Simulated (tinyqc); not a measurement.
Capacitance of parallel on-chip lines from Laplace's equation on a mesh: two steps of the calculation.

Cross-section of an endless row of equal lines between two grounded planes; neighbours are driven in antiphase (+1 V and -1 V), so the plane midway between two lines is at 0 V. By symmetry one quarter is solved: x runs from the centre of a line (column 0, mirror) to that midplane (column 5, 0 V), y from the mid-height of the line (row 0, mirror) to the ground plane (row 4, 0 V). The line fills columns 0 to 2 and rows 0 to 2 at 1 V. Cells beside the line (below row 2) have e2, cells above have e1. Each link between nodes has the conductance g = mean permittivity of the two cells beside it (a cell beyond a mirror counts as 0), and the free nodes obey sum g (V_neighbour - V) = 0.

Values chosen for this exercise: relative permittivity above and below the lines e1 = 3; relative permittivity between the lines e2 = 7.

Constants: eps0 = 8.8541878128e-12 F/m. Results are converted to the units shown.

Problem 1. Link conductances. gx[j, i] joins node (row j, column i) to column i + 1, gy[j, i] to row j + 1.

Give: gx; gy.

Solution 1.

gx:
```
       col 0  col 1  col 2  col 3  col 4
row 0  3.500  3.500  3.500  3.500  3.500
row 1  7.000  7.000  7.000  7.000  7.000
row 2  5.000  5.000  5.000  5.000  5.000
row 3  3.000  3.000  3.000  3.000  3.000
row 4  1.500  1.500  1.500  1.500  1.500
```

gy:
```
       col 0  col 1  col 2  col 3  col 4  col 5
row 0  3.500  7.000  7.000  7.000  7.000  3.500
row 1  3.500  7.000  7.000  7.000  7.000  3.500
row 2  1.500  3.000  3.000  3.000  3.000  1.500
row 3  1.500  3.000  3.000  3.000  3.000  1.500
```

Problem 2. Capacitance per length. C = 4 eps0 sum g (difference of V)^2 over all links (twice the energy of the four quarters, line at 1 V). Plate estimate without fringing: eps0 [2 e1 w/hd + 2 e2 t/(s/2)], w = 4 hx, t = 4 hx, s/2 = 3 hx, hd = 2 hx.

converged V (V):
```
           col 0      col 1      col 2      col 3      col 4      col 5
row 0  1.0000000  1.0000000  1.0000000  0.6454469  0.3141413  0.0000000
row 1  1.0000000  1.0000000  1.0000000  0.6338230  0.3055592  0.0000000
row 2  1.0000000  1.0000000  1.0000000  0.5842861  0.2742724  0.0000000
row 3  0.4920205  0.4840410  0.4441434  0.2925327  0.1417013  0.0000000
row 4  0.0000000  0.0000000  0.0000000  0.0000000  0.0000000  0.0000000
```

gx:
```
       col 0  col 1  col 2  col 3  col 4
row 0    3.5    3.5    3.5    3.5    3.5
row 1      7      7      7      7      7
row 2      5      5      5      5      5
row 3      3      3      3      3      3
row 4    1.5    1.5    1.5    1.5    1.5
```

gy:
```
       col 0  col 1  col 2  col 3  col 4  col 5
row 0    3.5      7      7      7      7    3.5
row 1    3.5      7      7      7      7    3.5
row 2    1.5      3      3      3      3    1.5
row 3    1.5      3      3      3      3    1.5
```

Find: C; plate estimate.

Solution 2.

C = 349.21 aF/um
plate estimate = 271.53 aF/um

Program tinyqc, `OMP_NUM_THREADS=1 python tinyqc.py 2790162 2790163 out.jsonl`; Intel Xeon 2.30GHz, shared host, one thread, about 1 s.
